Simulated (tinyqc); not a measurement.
# Hoppings from the band edges

Inverse problem. A dimerised chain has bands +/- sqrt(dl^2 + t1^2 + t2^2 + 2 t1 t2 cos k). Its semi-infinite form starts with the bond t1 and has a state bound to its end; such a state exists only for t1 < t2. Find t1 and t2.

Values chosen for this exercise: site energy, +dl on A and -dl on B dl = 0 eV.

bottom and top of the upper band (eV): [0.37, 5.03]

Answer. The top gives t1 + t2 = sqrt(E^2 - dl^2) and the bottom |t1 - t2|; the end state decides which is larger.

t1 = 2.33 eV
t2 = 2.70 eV

Program tinyqc, `OMP_NUM_THREADS=1 python tinyqc.py 2680041 2680042 out.jsonl`; Intel Xeon 2.30GHz, shared host, one thread, about 0.04 s.
